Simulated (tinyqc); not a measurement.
Hubbard ring of 3 sites, step by step. Computed by tinyqc, a small Python program that keeps every step. Settings: hopping = 0.73, U = 0.9, mixing = 0.2, iteration cap = 71. Command: `OMP_NUM_THREADS=1 python tinyqc.py 27360 27361 out.jsonl` (the two numbers bound the seeds that draw the settings). One thread of a shared host (Intel(R) Xeon(R) Processor @ 2.60GHz), about 0.3 s of CPU time with the checks.

one-body matrix (hopping and site energies) (eV), order 1, 2, 3:
$$\begin{pmatrix}
-0.49000 & -0.73000 & -0.73000 \\
-0.73000 & -0.90000 & -0.73000 \\
-0.73000 & -0.73000 & 0.54000
\end{pmatrix}$$

U = 0.90000 eV

electrons, up and down: [2, 1]

n(up) at the start (a guess, not normalised): 1 0.66700, 2 0.66700, 3 0.66700

n(down) at the start (a guess): 1 0.33300, 2 0.33300, 3 0.33300

Each step fills the lowest levels of T + U n(other spin) and sets n(new) = n + mixing (n(out) - n); stop when output and input agree to 1e-8.

Course of the cycle:
```
iteration      E (eV)  largest |n(out) - n(in)|  mean |n_up - n_down|
1          -2.9975119                  5.01e-01               0.33333
2          -3.0065556                  3.97e-01               0.33333
3          -3.0126244                  3.15e-01               0.33585
4          -3.0166343                  2.50e-01               0.34086
5          -3.0192546                  1.98e-01               0.34526
6          -3.0209542                  1.58e-01               0.34907
7          -3.0220519                  1.26e-01               0.35233
8          -3.0227595                  1.00e-01               0.35511
9          -3.0232156                  8.00e-02               0.35745
10         -3.0235101                  6.40e-02               0.35942
11         -3.0237007                  5.13e-02               0.36106
...               ...                       ...                   ...
61         -3.0240628                  3.44e-06               0.36930
62         -3.0240628                  2.87e-06               0.36930
63         -3.0240628                  2.40e-06               0.36930
64         -3.0240628                  2.00e-06               0.36930
65         -3.0240628                  1.67e-06               0.36930
66         -3.0240628                  1.40e-06               0.36930
67         -3.0240628                  1.17e-06               0.36930
68         -3.0240628                  9.74e-07               0.36930
69         -3.0240628                  8.13e-07               0.36930
70         -3.0240628                  6.79e-07               0.36930
71         -3.0240628                  5.67e-07               0.36930
```

Can the last value be used, and what does the course show?

Not by the stop rule, although the second column moves by less than 1e-07 over the last three steps. Not converged within 71 iterations: the residual falls steadily but slowly, by a factor of about 0.84 a step. The lowest mean-field energy found from random starts is -3.02406 eV. Reruns (cap 100 unless said): mixing 0.5: converged in 34 (E = -3.02406); mixing 0.9: converged in 15 (E = -3.02406); the original settings with a cap of 400: converged in 95 (E = -3.02406).
